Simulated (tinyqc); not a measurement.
What moves the results: quantum-confined Stark effect in a modulator well. A value that a table varies takes the place of the one given here.

Envelopes on cells of 0.5 angstrom over the well |z| < L/2 and 45 angstrom of barrier on each side, psi = 0 beyond, psi'/m continuous (mean mass between points), c = hbar^2/2m0. The electron sees + e F z and the hole - e F z, each with its offset in the barriers; 1 kV/cm = 1e-5 eV/angstrom. Light holes, band mixing and escape by tunnelling are left out.

Exciton: in-plane function exp(-rho/lam), 1/mu = 1/me + 1/mp, E(lam) = c/(mu lam^2) - (q/eps) times the integral over k of Fm(k)(1 + (k lam/2)^2)^(-3/2), Fm(k) the double integral of psi_e^2 psi_h^2 exp(-k |z - z'|), q = e^2/(4 pi eps0); binding Eb = -E at the minimum. Line at Eg + E_e + E_h - Eb, strength proportional to overlap^2/lam^2.

Constants: hbar^2/2m0 = 3.80998211 eV angstrom^2; e^2/(4 pi eps0) = 14.39964547 eV angstrom; hc = 1239.841984 eV nm.

Parameters, chosen for this exercise (near those of a Ge well in SiGe, direct gap; shifted at random, so the results belong to these values and not to a real crystal): L = 102 angstrom (well width); Vc = 0.394 eV (conduction offset); Vv = 0.102 eV (heavy-hole offset); me = 0.0409 m0 (electron, well); meb = 0.0545 m0 (electron, barrier); mh = 0.202 m0 (heavy hole along z, well); mhb = 0.24 m0 (heavy hole, barrier); Eg = 0.846 eV (gap of the well); mp = 0.068 m0 (heavy hole in the plane); eps = 15.7 (dielectric constant); Fs = (0, 13, 26, 39, 53, 68, 86) kV/cm (fields); Ls = (56, 74, 92, 112, 136, 164) angstrom (widths); F_L = 39 kV/cm (field for this table); F = 39 kV/cm (field).

## Raising the field

All quantities anew; shifts from zero field.

Results:
```
F (kV/cm)  dE_e (meV)  dE_h (meV)  Eb (meV)  line shift (meV)  overlap^2  relative strength
0                0.00        0.00      3.83              0.00      0.999              1.000
13              -0.08       -0.32      3.82             -0.38      0.984              0.980
26              -0.30       -1.24      3.78             -1.50      0.943              0.926
39              -0.68       -2.74      3.74             -3.33      0.882              0.847
53              -1.25       -4.92      3.67             -6.02      0.803              0.750
68              -2.05       -7.82      3.60             -9.65      0.714              0.644
86              -3.27      -11.96      3.50            -14.91      0.610              0.527
```

What does this show, and why?

The line shift grows with exponent 1.99 in F at low field and 1.85 at the end, still close to the quadratic law. The hole gives 81 % of the level shift in the second row and 79 % in the last. The largest shift is 3.9 times the zero-field binding, yet 92 % of the binding survives, since the walls stop the field from pulling the pair apart. The strength keeps 53 %.

## Width of the well

Zero-field line, its shift at F_L and the relative strength.

Results:
```
L (angstrom)  line at F = 0 (nm)  Eb (meV)  shift (meV)  relative strength  shift x strength (meV)
56                        1271.4      4.18        -0.80              0.980                    0.79
74                        1325.6      4.04        -1.46              0.953                    1.39
92                        1361.0      3.90        -2.52              0.896                    2.26
112                       1387.4      3.76        -4.30              0.786                    3.38
136                       1408.3      3.61        -7.33              0.597                    4.38
164                       1424.1      3.45       -12.07              0.366                    4.42
```

What does this show?

The shift grows with exponent 2.14 in L over the first two rows and 2.66 over the last two, against 4 for hard walls at second order; leakage lowers it in narrow wells and saturation in wide ones. The strength falls from 0.98 to 0.37, and the product of the two is largest at 164 angstrom, the widest listed.

## What each parameter does

Zero-field line, shift at F, overlap^2 and Eb at F. Each row changes one parameter from the base and keeps the others.

Results:
```
case             line (nm)  shift (meV)  overlap^2  Eb (meV)
base                1375.5        -3.33      0.882      3.74
L = 92 angstrom     1361.0        -2.52      0.919      3.84
F = 31 kV/cm        1375.5        -2.12      0.921      3.77
Vc = 0.315 eV       1379.8        -3.42      0.877      3.72
Vv = 0.128 eV       1374.7        -3.06      0.894      3.76
me = 0.047 m0       1381.2        -3.33      0.879      3.98
mh = 0.172 m0       1374.0        -3.25      0.891      3.73
eps = 14.1          1376.7        -3.30      0.882      4.49
```

What can be read from the table?

The largest shifts from the base row, up to three for each result and ties (the steps differ in size, so this ranks the rows, not the parameters). line (nm): L -14.5, me +5.7, Vc +4.3; unchanged at the printed digits by F. shift (meV): F +1.20, L +0.81, Vv +0.27; unchanged at the printed digits by me. overlap^2: F +0.039, L +0.038, Vv +0.012; unchanged at the printed digits by eps. Eb (meV): eps +0.76, me +0.25, L +0.10.

tinyqc: `OMP_NUM_THREADS=1 python tinyqc.py 1250137 1250138 out.jsonl`; about 0.3 s, one thread, shared Intel(R) Xeon(R) Processor @ 2.30GHz.
